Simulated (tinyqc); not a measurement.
Electron mobility of a polar semiconductor by Rode's iterative solution of the Boltzmann equation: one step, computed by the program tinyqc. Command: `OMP_NUM_THREADS=1 python tinyqc.py 3009893 3009894 out.jsonl rode walk`. One thread of a shared host (Intel(R) Xeon(R) Processor @ 2.30GHz), about 0.01 s of CPU time with the checks.

The distribution is f(E) + e F l(E) (-df/dE) cos(theta) for a weak field F, theta counted from the force; l(E) is a mean free path. Elastic processes enter by their momentum rate, polar optical phonons by out- and in-scattering terms. One valley only: where upper valleys lie close, measured mobilities are lower. The density n is prescribed, even where a narrow-gap material would have more intrinsic carriers.

Problem. The first two iterations on one ladder of the grid. Iteration: l_new(E) = [v(E) + c+ l(E + hbar w) + c- l(E - hbar w)]/(nu + S_o), from l = 0.

Inputs (values chosen for the exercise, modelled on InAs): temperature T = 300 K.

Band: Kane. Elastic processes: acoustic, impurity.

Points j = s/2, s/2 + s, ... (the first seven rungs, or as many as the grid holds), rates in 1e12/s:
```
E (meV)   v (m/s)         nu       S_o        c+        c-
17.5583    483104  0.0656415  2.144332  0.866532  0.000000
47.6583    733463  0.0506717  5.677896  1.107414  1.461235
77.7583    871606  0.0625328  6.574402  1.203488  2.442404
107.8583   962346  0.0786522  6.914828  1.262301  2.910420
137.9583  1026736  0.0969999  7.126945  1.306099  3.207806
168.0583  1074643  0.1171308  7.291711  1.342238  3.427210
198.1583  1111494  0.1389073  7.433601  1.373803  3.603669
```

Give: l after iteration 1; l after iteration 2 (all rungs but the last shown).

Solution.

l after iteration 1 (nm): [218.6, 128.0, 131.3, 137.6, 142.1, 145.0, 146.8]

l after iteration 2 (all rungs but the last shown) (nm): [268.8, 209.2, 203.4, 217.9, 229.5, 237.4]

In-scattering lengthens l on the lowest rung by 23.0 % and on the second by 63.4 % in this step.
